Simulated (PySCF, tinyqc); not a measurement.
RKS/PBE in the sto-3g basis, for H3+, spin multiplicity 1, step by step. The lowest restricted solution is unstable here: a spin-polarised one lies 0.0018 hartree lower (PySCF). One step of it, computed by the program tinyqc.

Question. Iteration 16 (converged): orbitals. Diagonalise F' = X^T F X, C = X C', fill 1 alpha and 1 beta electrons from the bottom; D = 2 C_occ C_occ^T. Each column has its largest component positive (the first on a tie).

converged F (hartree), lower triangle:
```
           1H 1s      2H 1s      3H 1s
1H 1s  -0.530767
2H 1s  -0.269378  -0.540735
3H 1s  -0.269378  -0.030657  -0.540735
```

X, lower triangle:
```
           1H 1s     2H 1s     3H 1s
1H 1s   1.070715
2H 1s  -0.159499  1.034852
3H 1s  -0.159499  0.021440  1.034852
```

Give: F' = X^T F X; orbital energies; coefficients C; D after iteration 16.

Answer.

F' = X^T F X (hartree), lower triangle:
```
         1        2        3
1  -0.4535
2  -0.1315  -0.5034
3  -0.1315   0.0204  -0.5034
```

orbital energies (hartree): MO1 -0.6548, MO2 -0.5239, MO3 -0.2818

coefficients C:
```
          MO1      MO2      MO3
1H 1s  0.5609   0.0000   0.9395
2H 1s  0.4404   0.7166  -0.6240
3H 1s  0.4404  -0.7166  -0.6240
```

D after iteration 16, lower triangle:
```
        1H 1s   2H 1s   3H 1s
1H 1s  0.6293
2H 1s  0.4940  0.3878
3H 1s  0.4940  0.3878  0.3878
```
